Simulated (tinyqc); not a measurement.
Worked calculation: Froehlich polaron in a polar crystal. Computed by tinyqc, a small Python program that keeps every step. Command: `OMP_NUM_THREADS=1 python tinyqc.py 3001476 3001477 out.jsonl frohlich walk`. One thread of a shared host (Intel(R) Xeon(R) Processor @ 2.30GHz), about 0.06 s of CPU time with the checks. Intermediate numbers are printed to about 6 digits and carried at full precision; extremes and crossings named in words are read from the listed rows.

One electron in a parabolic band of mass m*, coupled to dispersionless LO phonons in the continuum model. Energies are in units of hbar omega unless marked, wave numbers in k_0 = sqrt(2 m* omega/hbar).

Inputs (values chosen for the exercise, for a model crystal): band mass m* = 2.68 m_0; LO phonon energy hbar omega = 67.9 meV; eps_inf = 7.99; static dielectric constant eps_s = 14.9; temperature T = 200 K; electron wave number k/k_0 = 0.72; trial v = 5.2; trial w = 2.4.

Constants: hbar^2/(2 m_0) = 3.80998212 eV angstrom^2; e^2/(4 pi eps_0) = 14.39964548 eV angstrom; k_B = 8.617333262e-05 eV/K; hbar = 6.582119569e-16 eV s; e = 1.602176634e-19 C; m_0 = 9.1093837015e-31 kg.

## Coupling constant and length scale

1/eps* = 1/eps_inf - 1/eps_s; k_0 = sqrt(2 m* omega/hbar) = sqrt(m* hbar omega / (hbar^2/(2 m_0))) with m* in m_0; alpha = (e^2/(4 pi eps_0)) k_0/(2 eps* hbar omega); polaron length 1/k_0.

eps* = 17.2288

k_0 = 0.218545 1/angstrom

coupling constant alpha = 1.34505

polaron length 1/k_0 = 4.57572 angstrom

Intermediate coupling. Caution: for these m* and hbar omega the length 1/k_0 is under 5 angstrom, near a lattice spacing, where the continuum model loses its footing.

## Second-order perturbation theory

At T = 0 and k < k_0: E(k) = (k/k_0)^2 - alpha arcsin(k/k_0)/(k/k_0); so E(0) = -alpha, 1/m_p = (1 - alpha/6)/m*, and the mean number of phonons in the cloud at k = 0 is alpha/2. The Lee-Low-Pines variational state gives the same E(0) and m_p = m* (1 + alpha/6).

energy shift at k = 0 = -91.3288 meV

E(k) = -0.983201 hbar omega

m*/m_p, second order = 0.775825

m_p/m*, Lee-Low-Pines = 1.22417

phonons in the cloud = 0.672524

## Strong-coupling trial states

Landau-Pekar: the lattice follows the mean electron density. A Gaussian state exp(-b^2 r^2/2) gives E(b) = (3/2) b^2 - alpha b sqrt(2/pi) (b in k_0), minimised at b = alpha sqrt(2/pi)/3 to E = -alpha^2/(3 pi); a state exp(-b r) gives E(b) = b^2 - (5/8) alpha b, minimised at b = 5 alpha/16 to E = -25 alpha^2/256.

best b, Gaussian = 0.357731 k_0

E, Gaussian = -0.191957 hbar omega

best b, exponential = 0.420328 k_0

E, exponential = -0.176675 hbar omega

The Gaussian bound lies below -alpha only for alpha > 3 pi = 9.42; here it lies above, so the self-trapped state is the poorer bound.

## Feynman's energy at a trial point

Feynman's bound: E(v, w) = 3 (v - w)^2/(4 v) - (alpha v/sqrt(pi)) int_0^infinity e^-u D(u)^(-1/2) du, D = w^2 u + ((v^2 - w^2)/v)(1 - e^(-v u)); integrals by 80 Gauss-Legendre points in s from 0 to 1 with u = 40 s^2.

first term = 1.13077 hbar omega

E(v, w) = -0.624930 hbar omega

## Feynman's variational polaron

Minimise over v > w > 0 (simplex search); mass m_p/m* = 1 + (alpha v^3/(3 sqrt(pi))) int u^2 e^-u D^(-3/2) du.

best v = 3.15

best w = 2.82

E, Feynman = -1.36910 hbar omega

polaron energy, Feynman = -92.9618 meV

m_p/m*, Feynman = 1.28

The bound lies 1.8 % below -alpha, and the mass is 1.05 times the Lee-Low-Pines value.

## Mobility at low temperature

Scattering by absorption of an LO phonon: 1/tau = 2 alpha omega n, n = 1/(exp(hbar omega/(k_B T)) - 1); mu = e tau/m*, the weak-coupling result for k_B T well below hbar omega.

phonon occupation n = 0.0198393

lifetime tau = 181.636 fs

mobility = 119.203 cm^2/(V s)

Caution: this mobility formula holds for weak coupling and k_B T well below hbar omega, and it leaves out all other scattering.

## All approximations against the coupling

Other columns: second order -alpha; Landau-Pekar Gaussian -alpha^2/(3 pi); Lee-Low-Pines mass 1 + alpha/6. The polaron energy in meV uses the given hbar omega.

Energies (hbar omega) and masses (m*):
```
alpha  second order    Gaussian    Feynman  Feynman (meV)  mass, LLP  mass, Feynman     v     w
0.34          -0.34  -0.0122655  -0.341453       -23.1846    1.05667           1.06  3.03  2.96
0.67          -0.67  -0.0476298  -0.675743       -45.8829    1.11167          1.124  3.07  2.91
1.3            -1.3   -0.179315   -1.32241       -89.7914    1.21667          1.268  3.15  2.83
2.2            -2.2   -0.513540   -2.26785       -153.987    1.36667          1.541  3.28  2.69
3.7            -3.7    -1.45255   -3.91404       -265.763    1.61667           2.33  3.58  2.43
6.7            -6.7    -4.76298   -7.67517       -521.144    2.11667          11.36   5.4  1.68
9.7            -9.7    -9.98326   -12.8665       -873.634    2.61667          94.97  11.7  1.23
13              -13    -17.9315   -20.7907       -1411.69    3.16667          412.8  22.2  1.11
```

All three energies are upper bounds (-alpha through the Lee-Low-Pines state), and the Feynman value is the lowest in every row. It lies within 5 % of -alpha up to alpha = 2.2; at alpha = 13 it is 1.16 times the Gaussian value, whose alpha^2 law it approaches with a constant shift of about -3 ln 2 - 3/4 = -2.83 (here -2.86). The mass stays within 10 % of 1 + alpha/6 up to alpha = 1.3 and reaches 413 m* in the last row; w falls from 2.96 towards 1 while v grows to 22.2.

Checks made by the program: second-order shift against the integral -(2 alpha/pi) int dq/(1 + q^2) (relative difference below 1e-10); v = w reduces the bound to -alpha (relative difference 1e-10).
